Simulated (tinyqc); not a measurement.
Landau coefficient from the swing.

Inverse problem. Below threshold and near Q = 0, a ferroelectric film of thickness tf changes the swing n Vt ln 10 by the factor 1 + 2 al tf Cp, and al = -3 sqrt(3) Ec/(4 Pr) (1 nm times 1 kV/cm is 1e-4 V). Find n, al and Pr.

Values chosen for this exercise:
- T = 300 K (temperature)
- Ec = 800 kV/cm (coercive field)
- Cp = 1.03 uF/cm^2 (overlap capacitance per gate area)

Constants: q = 1.602176634e-19 C, kB = 1.380649e-23 J/K, Vt = kB T/q. Results are converted to the units shown.

swing without the film and with tf = 8.3 nm (mV/decade): [70.241187, 60.640425]

Solution. The first swing gives n, the ratio of the two gives al, and Ec then gives Pr.

n = 1.180
al = -79.94 kV cm/uC
Pr = 13.00 uC/cm^2

Computed by the program tinyqc: `OMP_NUM_THREADS=1 python tinyqc.py 2860147 2860148 out.jsonl`, one thread of a shared Intel Xeon 2.30GHz, about 0.02 s for the whole run.
